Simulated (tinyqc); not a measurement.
Comparisons within one model: thin (001) film in sp3s* tight binding with raised dangling bonds. A value that a table varies takes the place of the one given here.

Planes alternate anion (a), cation (c) along [001], a/4 apart, starting with an anion; zero in-plane momentum; levels counted from the bulk Ev, the lower root of [[Epa, Vxx], [Vxx, Epc]]; no spin-orbit coupling. Block of s, pz, s*: from an anion to the cation above, Vss/2 (s,s), Vsapc/2 (s,z), -Vscpa/2 (z,s), Vxx/2 (z,z), Vxapc/2 (s*,z), -Vpaxc/2 (z,s*); to the cation below the same with the s-z and s*-z signs reversed. Block of u = (px + py)/sqrt2 and v = (px - py)/sqrt2: to the cation above (Vxx + Vxy)/2 for u and (Vxx - Vxy)/2 for v, to the cation below the reverse. Each surface atom has two dangling sp3 hybrids; raising both by dl adds (dl/2) [[1, t], [t, 1]] to its s, pz levels (t = -1 at the bottom face, +1 at the top) and dl to the one of u, v in whose plane the missing bonds lie (v for a bottom anion or a top cation, u for a top anion).

Values chosen for the exercise (near a published set for GaP, fitted to gaps, whose masses and valley positions are rough; not measured data): p = (-8.134, 1.134, -2.197, 4.139, 8.509, 7.21, -7.45, 2.153, 5.109, 4.247, 6.351, 4.688, 5.127) eV (order Esa, Epa, Esc, Epc, Exa, Exc, Vss, Vxx, Vxy, Vsapc, Vscpa, Vxapc, Vpaxc); Nw = 21 (planes in the thicker film); a = 5.446 angstrom (lattice constant); dp = 30 eV (value of dl for the passivated films); Ns = (8, 11, 15, 21, 22, 33, 42, 61) (numbers of planes).

## States in the gap of a film

edges (eV): Gamma 2.84307, Delta 2.30510

Levels between 0 and the lower bulk edge, the largest weight on the two outer planes of both faces among them, and the nearest levels outside, for several shifts dl.

Film of Nw planes:
```
dl (eV)  levels in the gap                     at (eV)  surface weight  next above (eV)  next below (eV)
0                        3         0.108, 1.123, 1.123            0.83           2.3334          -0.0762
1                        4  0.216, 0.322, 1.980, 1.980            0.88           2.3335          -0.0784
2                        2                0.591, 0.648            0.64           2.3336          -0.0769
3                        2                1.028, 1.063            0.69           2.3337          -0.0761
5                        2                1.921, 1.950            0.70           2.3345          -0.0751
10                       0                           -               -           2.3328          -0.0741
30                       0                           -               -           2.3331          -0.0733
100                      0                           -               -           2.3332          -0.0730
```

Can the levels of the bare film be read as confined subbands?

No: with bare surfaces (dl = 0) 3 levels lie in the bulk gap, with up to 83 % of the weight on the four outer planes, two a face, where an even spread gives 19 %; these are dangling-bond states, not subbands. The reruns show the bulk gap clear from dl = 10 eV on, and at dl = 30 eV the next level above lies 0.0 meV from its value at 100 eV.

## Gap against thickness

Passivated films (finite dp, so levels can still be some meV from their limit), thickness N a/4. Highest level below mid-gap (either block) and the two lowest above it. The exponents are -d ln(shift)/d ln N between the sixth and the last film, for the valence level and for the lowest conduction level.

Levels (eV):
```
N   thickness (angstrom)      Ev1     Ec1     Ec2     gap
8                  10.89  -0.2997  2.5228  2.9480  2.8225
11                 14.98  -0.2207  2.4118  2.7205  2.6325
15                 20.42  -0.1318  2.3615  2.5334  2.4933
21                 28.59  -0.0733  2.3331  2.4198  2.4064
22                 29.95  -0.0619  2.3318  2.4136  2.3937
33                 44.93  -0.0322  2.3161  2.3499  2.3483
42                 57.18  -0.0195  2.3120  2.3330  2.3315
61                 83.05  -0.0100  2.3082  2.3177  2.3183
```

exponents: valence 1.89, conduction 2.05

The gap is 2.823 eV at 10.9 angstrom and 2.318 eV at 83.1, against 2.305 eV in the bulk along this line. At 21 planes the conduction side gives 28 meV of the widening and the valence side 73 meV. A hard-walled parabolic band has exponent 2; departures come from the offset between N a/4 and the effective width, from non-parabolicity and from the termination (odd and even N end differently: in the direction of the bond rows at the two faces and, in a compound, in the kind of atom), which also makes single steps in N uneven. Ec1 and Ec2 come from the neighbourhood of X.

## What each change does

A film of Nw planes with shift dp: highest level below mid-gap (half the lower bulk edge) and the two lowest above. Each row changes one parameter from the base and keeps the others.

Results:
```
case        Ev1 (eV)  Ec1 (eV)  Ec2 (eV)
base         -0.0733    2.3331    2.4198
Nw = 23      -0.0623    2.3283    2.4001
dp = 60 eV   -0.0731    2.3332    2.4200
```

The largest shifts from the base row, up to three for each result and ties (the steps differ in size, so this ranks the rows, not the parameters). Ev1 (eV): Nw +0.0110, dp +0.0002. Ec1 (eV): Nw -0.0048, dp +0.0000. Ec2 (eV): Nw -0.0197, dp +0.0002. An odd change of Nw also changes which atoms end the film, so levels need not move as thickness alone would move them; the row for dp shows how far the passivation is from converged.

Run: tinyqc, `OMP_NUM_THREADS=1 python tinyqc.py 1451587 1451588 out.jsonl`; Intel(R) Xeon(R) Processor @ 2.30GHz, one thread, shared host; about 0.3 s of CPU time with all checks.
